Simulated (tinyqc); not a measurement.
Worked calculation: grain-boundary diffusion: Harrison regimes, Fisher and Le Claire analysis, Hart average. Computed by tinyqc, a small Python program that keeps every step. Command: `OMP_NUM_THREADS=1 python tinyqc.py 3017308 3017309 out.jsonl gbdiff walk`. One thread of a shared host (Intel(R) Xeon(R) Processor @ 2.30GHz), about 0.01 s of CPU time with the checks. Intermediate numbers are printed to about 6 digits and carried at full precision; extremes and crossings named in words are read from the listed rows.

A boundary is a slab of width delta with diffusivity D_b, normal to a surface held at constant concentration; it leaks into grains of diffusivity D.

Inputs (values chosen for the exercise, for a model polycrystal):
```
quantity                          value   unit
melting point T_m                  1030      K
lattice prefactor D0            8.7e-05  m^2/s
lattice activation energy E        1.47     eV
boundary prefactor D0b          4.6e-06  m^2/s
boundary activation energy E_b     0.85     eV
boundary width delta               0.65     nm
segregation factor s                  1      -
grain size d                       0.38     um
temperature T                       508      K
time t                           360000      s
```

Constants: k_B = 8.617333262e-05 eV/K.

## Diffusivities

D = D0 exp(-E/(k_B T)), D_b = D0b exp(-E_b/(k_B T)). Triple product P = s delta D_b.

D = 2.26939e-19 m^2/s

D_b = 1.69847e-14 m^2/s

triple product P = 1.10401e-23 m^3/s

At T/T_m = 0.49 the boundary is 75000 times faster than the lattice.

## Regime

l = sqrt(D t); P = s delta D_b; alpha = s delta/(2 l); beta = P/(2 D l). Regime A if l > 3 d, C if alpha > 1, B if alpha < 0.1, l < d/4 and beta > 10, otherwise a transition.

lattice diffusion length l = 0.285829 um

alpha = 0.00113704

beta = 85.0994

Regime: transition

The run lies between the ideal regimes.

## Effective diffusivity

Hart average for parallel slabs: f = delta/d, D_eff = (s f D_b + (1 - f) D)/(1 - f + s f); share of the boundaries = s f D_b/(s f D_b + (1 - f) D); depth sqrt(D_eff t).

boundary fraction f = 0.00171053

D_eff = 2.92793e-17 m^2/s

share of the boundaries = 0.992262

depth sqrt(D_eff t) = 3.24662 um

Caution: outside regime A (which needs sqrt(D t) above about 3 d) the Hart average and its depth are formal: they describe a profile only in regime A or at steady state.

## Penetration along an isolated boundary

Fisher: the mean concentration falls as exp(-y/y_F), y_F = sqrt(P) (pi t/(4 D))^(1/4), with the boundary equation P d2c/dy2 = 2 c sqrt(D/(pi t)). Le Claire (from the Whipple solution): ln c falls as -(y/y_L)^(6/5) with P = 1.322 sqrt(D/t) y_L^2.

Fisher depth y_F = 3.51040 um

Le Claire depth y_L = 3.24316 um

The tail reaches 11.3 lattice lengths l; y_L/l = sqrt(2 beta/1.322). Caution: the Fisher and Le Claire forms need regime B with beta above 10.

## Whipple integral against the two closed forms

Whipple, boundary part of the mean concentration in units of c0 l per boundary, for D_b/D far above beta: c(eta) = (2 eta/sqrt(pi)) int_1^infinity exp(-eta^2/(4 u)) u^(-3/2) [exp(-Y^2)/sqrt(pi) - Y erfc(Y)] du with Y = (u - 1)/(2 beta), eta = y/l; w = eta/sqrt(beta). The last columns are -ln[c(y)/c(w = 1)] from the integral, from Fisher, (y - y1)/y_F, and from Le Claire, (y/y_L)^(6/5) - (y1/y_L)^(6/5), with y1 the depth at w = 1.

Tail of the profile:
```
w      y (um)            c  Whipple   Fisher  Le Claire
1.5    3.9551  4.89342e-01   0.5291  0.37556     0.4889
2.0    5.2735  2.83920e-01   1.0735  0.75113     1.0120
3.0    7.9103  9.15347e-02   2.2055  1.50225     2.1351
4.0   10.5470  2.79559e-02   3.3916  2.25338     3.3371
5.0   13.1838  8.11827e-03   4.6281  3.00450     4.6012
6.0   15.8205  2.24870e-03   5.9119  3.75563     5.9173
8.0   21.0940  1.51330e-04   8.6105  5.25788     8.6786
10.0  26.3675  8.67733e-06  11.4693  6.76013    11.5829
```

At w = 10 the integral has fallen by 11.47 in the logarithm, Fisher by 6.76 and Le Claire by 11.58: the true tail bends down faster than an exponential, which is why profiles are plotted against y^(6/5). Caution: outside regime B these isolated-boundary profiles are formal.

## Lattice against boundary over temperature

D_eff = (s f D_b + (1 - f) D)/(1 - f + s f), f = delta/d; share of the boundaries = s f D_b/(s f D_b + (1 - f) D).

Diffusivities (m^2/s):
```
T/T_m  T (K)            D          D_b        D_eff     share      regime
0.3      309  9.20186e-29  6.29927e-20  1.07751e-22  0.999999           C
0.4      412  9.07374e-23  1.84144e-16  3.15073e-19  0.999713           B
0.5      515  3.58206e-19  2.21145e-14  3.81850e-17  0.990635  transition
0.6      618  8.94741e-17  5.38300e-13  1.01010e-15  0.911572           A
0.7      721  4.61576e-15  5.26347e-12  1.36112e-14  0.661464           A
0.8      824  8.88491e-14  2.91043e-11  1.38481e-13  0.359499           A
0.9      927  8.86417e-13  1.10053e-10  1.07315e-12  0.175417           A
1.0     1030  5.58247e-12  3.18946e-10  6.11848e-12  0.089167           A
```

The apparent activation energy of D_eff is 0.85 eV between the first rows and 1.39 eV between the last, against E_b = 0.85 and E = 1.47 eV. Among these rows boundaries carry most of the flux up to T/T_m = 0.7, the lattice above. Caution: outside regime A, D_eff and the share of the boundaries hold only at steady state.

Checks made by the program: Le Claire's slope against the Whipple integral (relative difference 2e-02).
